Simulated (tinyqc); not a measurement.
Energy and delay of logic against supply voltage: two steps of the calculation.

One expression serves below and above threshold: I(Vg) = Ik [ln(1 + exp((Vg - VT + dd V)/(al nf Vt)))]^al, with I_on = I(V) and I_off = I(0). Gate delay td = kd C V/I_on, clock period LD td. Per gate and cycle the switching energy is act C V^2 and the leakage energy I_off V LD td. No short-circuit current, no variation. Minima are sought above 0.09 V; below a few Vt gates no longer switch and the model has no meaning.

Parameters, values chosen for the exercise; values of the order met in logic technologies:
- T = 300 K (temperature)
- VT = 0.25 V (threshold voltage at zero drain bias)
- nf = 1.42 (slope factor)
- dd = 0.07 (barrier lowering per volt of supply)
- Ik = 0.73 uA (specific current of a gate)
- al = 1.64 (exponent of the current law)
- C = 2.3 fF (load capacitance of a gate)
- kd = 1.1 (delay factor)
- LD = 12 (logic depth)
- act = 0.2 (activity factor)
- V = 0.34 V (supply voltage)

Constants: q = 1.602176634e-19 C, kB = 1.380649e-23 J/K, Vt = kB T/q. Results are converted to the units shown.

Question 1. Currents, delay and energies. I_on, I_off, td, clock frequency 1/(LD td), both energies and their sum.

Wanted: I_on; I_off; td; clock frequency; switching energy; leakage energy; energy.

Answer 1.

I_on = 2.333 uA
I_off = 1.510 nA
td = 368.7 ps
clock frequency = 0.2260 GHz
switching energy = 53.18 aJ
leakage energy = 2.272 aJ
energy = 55.45 aJ

I_on/I_off = 1540; leakage makes up 4.10 % of the energy.

Question 2. New V. Minimum-energy supply: E(V) is the energy per gate and cycle; with h = 0.001 V, E' = (E(V + h) - E(V - h))/(2 h), E'' = (E(V - h) - 2 E(V) + E(V + h))/h^2, V(new) = V - E'/E''.

V after iteration 2 = 0.15597854 V

Give: E'; E''; V after iteration 3.

Answer 2.

E' = 0.7174 aJ/V
E'' = 2080 aJ/V^2
V after iteration 3 = 0.1556 V

tinyqc, about 0.01 s, one thread, Intel Xeon 2.30GHz (shared host): `OMP_NUM_THREADS=1 python tinyqc.py 2082022 2082023 out.jsonl`
